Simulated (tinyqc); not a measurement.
One-diode model of a solar cell: two steps of the calculation.

J is the current delivered and Vj = V + J Rs the junction voltage. J = X JL - J01 (exp(Vj/(n1 Vt)) - 1) - Vj/Rp. The photocurrent does not depend on voltage.

Values chosen for this exercise; values of the order met in cells of silicon: temperature T = 348 K; photocurrent at one sun JL = 35 mA/cm^2; concentration X = 10 suns; saturation current of the diode J01 = 4.1e-10 A/cm^2; ideality factor of the diode n1 = 1.01; series resistance Rs = 0.098 ohm cm^2; shunt resistance Rp = 600 ohm cm^2; incident power at one sun Pin = 100 mW/cm^2.

Constants: q = 1.602176634e-19 C, kB = 1.380649e-23 J/K, Vt = kB T/q. Results are converted to the units shown.

Question 1. New Vj. Open circuit: J(Vj) = 0. G = -dJ/dVj = J01 exp(Vj/(n1 Vt))/(n1 Vt) + 1/Rp. Vj(new) = Vj + J/G.

Vj at the start = 0.56 V

Give: J; G; Vj after iteration 1.

Answer 1.

J = 305.17 mA/cm^2
G = 1.4511 S/cm^2
Vj after iteration 1 = 0.77030 V

Question 2. Figures of merit. Jsc at V = 0, Voc at J = 0, the maximum power point where J (1 + 2 Rs G) = G Vj with G = -dJ/dVj; FF = Vmp Jmp/(Voc Jsc); efficiency Vmp Jmp/(X Pin). Empirical fill factor without parasitics FF0 = (v - ln(v + 0.72))/(v + 1), v = Voc/(n1 Vt).

Find: Jsc; Voc; Vmp; Jmp; FF; efficiency; FF0.

Answer 2.

Jsc = 349.9 mA/cm^2
Voc = 0.6228 V
Vmp = 0.5054 V
Jmp = 328.2 mA/cm^2
FF = 0.7610
efficiency = 16.59 %
FF0 = 0.8118

FF is 6.3 % below FF0. Removing one loss at a time changes the efficiency by: series resistance +1.06, shunt +0.04 points.

Computed by the program tinyqc: `OMP_NUM_THREADS=1 python tinyqc.py 2280047 2280048 out.jsonl`, one thread of a shared Intel Xeon 2.30GHz, about 0.01 s for the whole run.
